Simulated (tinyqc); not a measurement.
## Schottky emission and Poole-Frenkel conduction in an insulator, and how to tell them apart: activation energy against field

Schottky emission (electrode-limited): J = As T^2 exp[-(pb - b sqrt(F))/Vt], b = sqrt(q/(4 pi eps0 ei)). Poole-Frenkel emission (bulk-limited): J = s0 F exp[-(pt - 2 b sqrt(F))/Vt]. F in V/cm.

The activation energy is -d ln J/d(q/kB T) at fixed F.

Inputs (values chosen for the exercise); dielectric values close to those of hafnium oxide: temperature T = 400 K; high-frequency relative permittivity ei = 4.36; trap depth pt = 1.12 eV; Poole-Frenkel prefactor s0 = 0.11 S/cm; electrode barrier pb = 1.44 eV; Richardson constant As = 48 A/(cm^2 K^2).

Constants: q = 1.602176634e-19 C, kB = 1.380649e-23 J/K, Vt = kB T/q, eps0 = 8.8541878128e-14 F/cm where lengths are in cm. Results are converted to the units shown.

Activation energy against field:
```
F (MV/cm),sqrt(F) ((V/cm)^0.5),"J, Schottky (A/cm^2)",its Ea (eV),"J, Poole-Frenkel (A/cm^2)",its Ea (eV)
0.2,447.2,5.837e-11,1.428,1.901e-8,0.9575
0.81,900.0,6.352e-10,1.345,9.120e-6,0.7929
1.43,1196,3.022e-9,1.292,3.644e-4,0.6854
2.04,1428,1.029e-8,1.249,0.006031,0.6009
2.66,1631,2.996e-8,1.213,0.06664,0.5272
3.27,1808,7.633e-8,1.180,0.5317,0.4627
3.89,1972,1.812e-7,1.151,3.565,0.4031
4.5,2121,3.976e-7,1.123,19.85,0.3490
```

Both activation energies fall linearly in sqrt(F), the Poole-Frenkel one twice as fast (0.957 to 0.349 eV against 1.43 to 1.12 eV). They extrapolate to pt = 1.12 eV and to pb + 2 kB T = 1.51 eV, the 2 kB T coming from the T^2. The Schottky current is the smaller one in every row. For F = 2.66, 3.27, 3.89, 4.5 a Fowler-Nordheim estimate for tunnelling through pb with a mass of 0.4 m0 exceeds the Schottky current, so tunnelling, left out here, would compete.

tinyqc, about 0.01 s, one thread, Intel Xeon 2.30GHz (shared host): `OMP_NUM_THREADS=1 python tinyqc.py 2370151 2370152 out.jsonl`
